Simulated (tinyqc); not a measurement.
Worked calculation: correction of a charged-defect supercell by a model charge and potential alignment (plane-averaged potentials). Computed by tinyqc, a small Python program that keeps every step. Command: `OMP_NUM_THREADS=1 python tinyqc.py 3113070 3113071 out.jsonl align walk`. One thread of a shared host (Intel(R) Xeon(R) Processor @ 2.30GHz), about 0.01 s of CPU time with the checks. Intermediate numbers are printed to about 6 digits and carried at full precision; extremes and crossings named in words are read from the listed rows.

The "true" defect charge is (1 - x) q in a Gaussian of width sigma plus x q in one of width sigma_t, so the exact answer is known; the correction sees only a single model Gaussian of width sigma_m. A Gaussian of width s has the transform rho(G) = exp(-G^2 s^2/2), normalised to 1. A uniform background cancels q, so G = 0 is left out. Potentials are those felt by a unit positive charge. E_0 is the formation energy of the isolated defect, E_cell its value in the supercell, E_lat = E_iso - E_per of the model charge, C the true less the model potential far from the defect; the exact correction is E_0 - E_cell, and the error of a scheme is E_cell plus its correction less E_0.

Inputs (values chosen for the exercise, with screening close to that of Al2O3):

| quantity | value | unit |
|---|---|---|
| defect charge q | 1 | e |
| dielectric constant eps | 9.03 | - |
| edge of the cubic cell L | 14.3 | angstrom |
| width sigma of the true defect charge | 1.4 | angstrom |
| width sigma_m of the model charge | 1.2 | angstrom |
| share x of the charge in a wide tail | 0 | - |
| width sigma_t of the tail | 2.6 | angstrom |
| formation energy of the isolated defect E_0 | 2.44 | eV |

Constants: e^2/(4 pi eps_0) = 14.39964548 eV angstrom.

## The supercell energy and its true error

Periodic energy E_per = (2 pi q^2/(eps L^3)) (e^2/(4 pi eps_0)) sum_(G != 0) rho(G)^2/G^2, G = (2 pi/L)(n1, n2, n3), |n_i| <= 16. Isolated energy: two Gaussians of charges q_a, q_b and widths a, b interact by q_a q_b (e^2/(4 pi eps_0 eps)) sqrt(2/pi)/sqrt(a^2 + b^2), and the self-energy is half the sum over pairs. Supercell value E_cell = E_0 + E_per - E_iso for the true charge.

E_iso, true charge = 0.321315 eV

E_per, true charge = 0.169832 eV

E_cell = 2.28852 eV

exact correction = 0.151483 eV

## Lattice energy of the model charge

E_lat = E_iso - E_per for the model charge; point-charge value alpha q^2 e^2/(4 pi eps_0 eps 2 L) with alpha = 2.837297.

E_iso, model = 0.374868 eV

E_per, model = 0.221603 eV

E_lat = 0.153265 eV

point-charge value = 0.158199 eV

## Plane-averaged potentials

Plane-averaged potential at distance z from the defect: V(z) = (4 pi q/(eps L^3)) (e^2/(4 pi eps_0 e)) sum_(m != 0) rho(G_m) cos(G_m z)/G_m^2, G_m = 2 pi m/L, |m| <= 40.

Potentials (V):

| z/L | z (angstrom) | true | model | difference |
|---|---|---|---|---|
| 0.00 | 0.000 | 0.0687607 | 0.0747978 | -0.00603711 |
| 0.05 | 0.715 | 0.0635257 | 0.0684599 | -0.00493417 |
| 0.10 | 1.430 | 0.0494617 | 0.0519405 | -0.00247884 |
| 0.15 | 2.145 | 0.0304232 | 0.0306443 | -0.00022112 |
| 0.20 | 2.860 | 0.0103491 | 0.0092687 | 0.00108035 |
| 0.25 | 3.575 | -0.0081140 | -0.0097115 | 0.00159747 |
| 0.30 | 4.290 | -0.0236880 | -0.0254331 | 0.00174511 |
| 0.35 | 5.005 | -0.0359138 | -0.0376899 | 0.00177617 |
| 0.40 | 5.720 | -0.0446668 | -0.0464478 | 0.00178107 |
| 0.45 | 6.435 | -0.0499211 | -0.0517028 | 0.00178166 |
| 0.50 | 7.150 | -0.0516727 | -0.0534544 | 0.00178171 |

The difference moves by 0.00 mV between z/L = 0.4 and 0.5: a plateau.

## Alignment and corrected energy

C = difference at z = L/2; E_corr = E_cell + E_lat - q C. For charges that have died out at L/2, C = (2 pi q/(eps L^3)) (e^2/(4 pi eps_0 e)) (<s^2> - sigma_m^2), <s^2> = (1 - x) sigma^2 + x sigma_t^2.

alignment C = 0.00178171 V

C, closed form = 0.00178172 V

E_corr = 2.44000 eV

error with alignment (rounded to 1e-4 meV) = 0 meV

error without alignment = 1.78172 meV

error with the point-charge term alone = 6.71568 meV

error without correction = -151.483 meV

Errors are measured against E_0. Alignment cuts the error of the model charge from 1.8 to below 0.001 meV.

## Errors against cell size

Schemes: none; point-charge term alpha q^2 e^2/(4 pi eps_0 eps 2 L), alpha = 2.837297; E_lat of the model; E_lat - q C with C at z = L/2.

Error against E_0 (meV):

| L (angstrom) | none | point charge | model charge | model and alignment |
|---|---|---|---|---|
| 10.0 | -206.586 | 19.6379 | 5.20991 | 0.0228110 |
| 12.2 | -174.615 | 10.8148 | 2.86925 | 0.0005103 |
| 14.3 | -151.483 | 6.7157 | 1.78172 | 0.0000082 |
| 17.2 | -127.666 | 3.8593 | 1.02391 | 0.0000000 |
| 21.5 | -103.245 | 1.9760 | 0.52424 | 0.0000000 |

Between the last two rows the uncorrected error scales as L^-0.95 and the point-charge remainder as L^-3.00. With alignment the error is 0.0 meV in the smallest cell and 0.00 meV in the largest.

Checks made by the program: E_lat against the point-charge value less 2 pi q^2 sigma_m^2 e^2/(4 pi eps_0 eps L^3) (relative difference 2e-07).
